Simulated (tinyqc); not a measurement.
Four-point probe, van der Pauw, Hall and spreading-resistance readings of a semiconductor layer: one step, computed by the program tinyqc.

The layer is uniform and ohmic; contacts are points unless a radius is given.

Question. Four-point voltage. Collinear probes with equal spacing on a layer with insulating backing: images at depth 2 m t give V = (rho I/(2 pi s)) G, G = 1 + 4 sum_(m>=1) [1/sqrt(1 + (2 m u)^2) - 1/sqrt(4 + (2 m u)^2)], u = t/s; the sum runs to m = 20000, with the tail 3/(32 u^3 M^2) added to the sum for M = 20000. Limits: thick, rho = 2 pi s V/I; thin on an insulator, rho = (pi/ln 2) t V/I.

Inputs (values chosen for the exercise, modelled on p-type silicon): layer thickness t = 220 micrometre; probe spacing s = 1 mm; current I = 3 mA.

Backing of the layer: insulating.

resistivity rho = 0.01848733 ohm cm

Give: t/s; G; voltage V; rho by the thick formula; rho by the thin formula.

Answer.

t/s = 0.22

G = 6.301

voltage V = 0.5562 mV

rho by the thick formula = 0.1165 ohm cm

rho by the thin formula = 0.01849 ohm cm

The thick formula is off by +530.1 % and the thin one by 0.0 %.
